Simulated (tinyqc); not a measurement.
Rigid-ion and shell models of the dielectric response of an ionic crystal: one step, computed by the program tinyqc.

Charges +Z and -Z; 6 nearest neighbours, Madelung constant M = 1.747565, volume per ion pair Omega = 2.000000 d^3. Energy per pair U = -M Z^2 e2/d + 6 A exp(-d/rho), e2 = e^2/(4 pi eps_0). In the shell model the anion is a core of charge Y - Z and a massless shell of charge -Y, joined by the spring k; the repulsion acts on the shell. Each ion feels the Lorentz field E + (4 pi/3) P (Gaussian units).

Problem. Rigid ions. With C = 4 pi Z^2 e2/(3 Omega): mu lambda_TO = R - C, mu lambda_LO = R + 2 C; eps_inf = 1 and eps_s = lambda_LO/lambda_TO. lambda in eV/(angstrom^2 u) gives the wavenumber 15.6333042 x 33.35640952 x sqrt(lambda); mu is the reduced mass.

Inputs (values chosen for the exercise, for a model crystal): ionic charge Z = 2 e; cation mass = 69.3 u; anion mass = 19 u.

Structure: rock salt.

volume Omega = 17.99782 angstrom^3

repulsive spring R = 21.62529 eV/angstrom^2

Constants: e^2/(4 pi eps_0) = 14.39964548 eV angstrom; nu for 1 eV/(angstrom^2 u) = 15.6333042 THz; 1 THz = 33.35640952 1/cm.

Give: Coulomb spring C; omega_TO, rigid ions; omega_LO, rigid ions; eps_s, rigid ions.

Solution.

Coulomb spring C = 13.41 eV/angstrom^2

omega_TO, rigid ions = 387.2 1/cm

omega_LO, rigid ions = 939.8 1/cm

eps_s, rigid ions = 5.893
